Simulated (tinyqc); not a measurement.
From one set of inputs to another, one input at a time: finite-size error of a charged defect in a periodic cell: Madelung and Makov-Payne terms. Computed by tinyqc, a small Python program. Command: `OMP_NUM_THREADS=1 python tinyqc.py 3010131 3010132 out.jsonl imagecharge ladder`. One thread of a shared host (Intel(R) Xeon(R) Processor @ 2.30GHz), about 0.2 s of CPU time with the checks.

L is the cube root of the cell volume. The defect charge is a Gaussian, rho(r) = q (2 pi sigma^2)^(-3/2) exp(-r^2/2 sigma^2), repeated periodically in a uniform neutralising background and screened by a continuum. The model cell energy is E(L) = E_0 + [periodic - isolated electrostatic energy].

The inputs printed are set A. Inputs not listed in the table keep their values of set A, so the rows need not describe a real material.

Inputs (values chosen for the exercise, for a model uniaxial host):
```
quantity                                     value      unit
charge q                                        -3         e
cell length L                                 18.3  angstrom
dielectric constant eps_xy                    8.16         -
dielectric constant eps_z                     4.11         -
axis ratio c/a                               0.901         -
width sigma of the defect charge               1.1  angstrom
formation energy of the isolated defect E_0  2.672        eV
```

Supercell lattice: tetragonal. Screening: uniaxial.

Constants: e^2/(4 pi eps_0) = 14.39964548 eV angstrom.

Method:
- Cell vectors: (1,0,0), (0,1,0), (0,0,c/a), scaled to volume L^3.
- Ewald sum for a unit point charge: scale each Cartesian component of the cell by 1/sqrt(eps_i), giving R', G' and V'; E = [ (1/2) sum erfc(eta R')/R' + (2 pi/V') sum exp(-G'^2/4 eta^2)/G'^2 - eta/sqrt(pi) - pi/(2 V' eta^2) ] e^2/(4 pi eps_0) / sqrt(eps_x eps_y eps_z), over n_i = -6..6, omitting n = (0,0,0), eta = 2/V'^(1/3). alpha = -2 E eps_g L/(e^2/(4 pi eps_0)), eps_g = (eps_x eps_y eps_z)^(1/3).
- Periodic energy of the Gaussian: (2 pi q^2/V) sum_(G != 0) exp(-sigma^2 G^2)/(G.eps.G) x e^2/(4 pi eps_0), n_i = -k..k with k = max(9, L/sigma rounded up). Isolated energy: q^2/(2 sqrt(pi) sigma) <1/(n.eps.n)> e^2/(4 pi eps_0), the mean over directions n (64 Gauss-Legendre points in cos(theta)).

Each row keeps all changes above it:
```
input moved                                   from    to  finite-size error (eV)  Madelung constant alpha  isolated energy (eV)
set A                                            -     -                 -1.4947                   2.7806                5.0655
axis ratio c/a                               0.901  1.36                 -1.2700                   2.3519                5.0655
dielectric constant eps_xy                    8.16  10.7                 -0.9461                   2.0822                4.1863
dielectric constant eps_z                     4.11  18.8                 -0.7649                   2.8367                2.5562
cell length L (angstrom)                      18.3  18.7                 -0.7491                   2.8367                2.5562
width sigma of the defect charge (angstrom)    1.1     2                 -0.7206                   2.8367                1.4059
```

Which inputs carry the difference?

Finite-size error goes from -1.49 to -0.721, +0.774 in all. The largest single move comes from dielectric constant eps_xy (+0.324). Madelung constant alpha goes from 2.78 to 2.84, a factor 1.020 in all. The largest single move comes from dielectric constant eps_z (a factor 1.36), and axis ratio c/a works against it (a factor 0.846). Isolated energy goes from 5.07 to 1.41, a factor 0.278 in all. The largest single move comes from width sigma of the defect charge (a factor 0.550). The single moves hold for this order of the switches; the total does not depend on the order.

Extremes, crossings and ranges named in words are read from the listed rows.
